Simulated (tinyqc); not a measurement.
Bethe-Salpeter matrix of a two-band square lattice (Tamm-Dancoff form), step by step. Values are carried at full precision from step to step, so a last printed digit may differ when a step is redone from the rounded ones.

One valence and one conduction band, lattice period 1, mesh k = 2 pi j/N along each axis (first index slowest). Pair energies D(k) = Eg + 2 t sum(1 - cos k), t = tc + tv. Screened attraction W(R) = U at R = 0 and V/|R| otherwise, R over the N x N cells with the nearest image; W(q) = sum_R W(R) cos(q R). H(k, k') = D(k) delta - W(k - k')/Nk + 2 J/Nk for singlets (J = 0 for triplets), Nk the number of k points. With a constant transition dipole the strength of a state is f = (sum_k A_k)^2/Nk, and the f sum to 1.

Parameters, chosen for this exercise:
- Eg = 4.7 eV (quasiparticle gap)
- tc = 0.14 eV (conduction hopping)
- tv = 0.14 eV (valence hopping)
- U = 1.27 eV (attraction in the same cell)
- V = 0 eV (attraction at one cell distance)
- J = 0.13 eV (exchange in the same cell)
- N = 3 (k points along each axis)

## Pair energies and the kernel

List D(k), W(R) and W(q) on the mesh.

Mesh values (eV):

| index j | D(k_j) | W(R = j) | W(q_j) |
|---|---|---|---|
| j00 | 4.7000 | 1.2700 | 1.2700 |
| j01 | 5.5400 | 0.0000 | 1.2700 |
| j02 | 5.5400 | 0.0000 | 1.2700 |
| j10 | 5.5400 | 0.0000 | 1.2700 |
| j11 | 6.3800 | 0.0000 | 1.2700 |
| j12 | 6.3800 | 0.0000 | 1.2700 |
| j20 | 5.5400 | 0.0000 | 1.2700 |
| j21 | 6.3800 | 0.0000 | 1.2700 |
| j22 | 6.3800 | 0.0000 | 1.2700 |

## The singlet matrix

Fill in H.

H (eV):
```
         j00      j01      j02      j10      j11      j12      j20      j21      j22
j00   4.5878  -0.1122  -0.1122  -0.1122  -0.1122  -0.1122  -0.1122  -0.1122  -0.1122
j01  -0.1122   5.4278  -0.1122  -0.1122  -0.1122  -0.1122  -0.1122  -0.1122  -0.1122
j02  -0.1122  -0.1122   5.4278  -0.1122  -0.1122  -0.1122  -0.1122  -0.1122  -0.1122
j10  -0.1122  -0.1122  -0.1122   5.4278  -0.1122  -0.1122  -0.1122  -0.1122  -0.1122
j11  -0.1122  -0.1122  -0.1122  -0.1122   6.2678  -0.1122  -0.1122  -0.1122  -0.1122
j12  -0.1122  -0.1122  -0.1122  -0.1122  -0.1122   6.2678  -0.1122  -0.1122  -0.1122
j20  -0.1122  -0.1122  -0.1122  -0.1122  -0.1122  -0.1122   5.4278  -0.1122  -0.1122
j21  -0.1122  -0.1122  -0.1122  -0.1122  -0.1122  -0.1122  -0.1122   6.2678  -0.1122
j22  -0.1122  -0.1122  -0.1122  -0.1122  -0.1122  -0.1122  -0.1122  -0.1122   6.2678
```

## Exciton levels and strengths

Diagonalise. For the lowest state give the amplitudes A_k (norm 1, largest positive) and f = (sum_k A_k)^2/Nk, Nk the size of the matrix.

levels (eV): 4.4032  5.0718  5.5400  5.5400  5.5400  6.1350  6.3800  6.3800  6.3800

amplitudes of the lowest state: j00 0.857, j01 0.224, j02 0.224, j10 0.224, j11 0.129, j12 0.129, j20 0.224, j21 0.129, j22 0.129

f of the lowest state = 0.570

The lowest state lies 0.2968 eV below the gap Eg = 4.7 eV and holds 57 % of the strength, against 11 % for one free pair. On a fine mesh the triplet and singlet bindings are 0.4065 and 0.2165 eV.

## Spectrum with and without the kernel

Distinct levels with their degeneracy and summed f, for singlets, beside the sorted triplet levels and free pairs.

Singlets:

| E (eV) | degeneracy | f |
|---|---|---|
| 4.4032 | 1 | 0.5704 |
| 5.0718 | 1 | 0.3172 |
| 5.5400 | 3 | 0.0000 |
| 6.1350 | 1 | 0.1125 |
| 6.3800 | 3 | 0.0000 |

triplet levels (eV): 4.2358  5.0042  5.5400  5.5400  5.5400  6.1100  6.3800  6.3800  6.3800

free pairs (eV): 4.7000  5.5400  5.5400  5.5400  5.5400  6.3800  6.3800  6.3800  6.3800

6 of the 9 singlets are dark; those whose amplitude vanishes at R = 0 also feel neither U nor J. The lowest singlet lies 0.1674 eV above the lowest triplet; first order gives 2 J f = 0.1845 eV with the f of the triplet envelope. The centre of the spectrum, sum f E = 4.8100 eV, equals mean D - U + 2J = 4.8100 eV.

## Checks

- Levels from the matrix in the electron-hole distance R against those in k: they agree to 1e-10 or better.

tinyqc: `OMP_NUM_THREADS=1 python tinyqc.py 1252414 1252415 out.jsonl`; about 0.8 s, one thread, shared Intel(R) Xeon(R) Processor @ 2.30GHz.
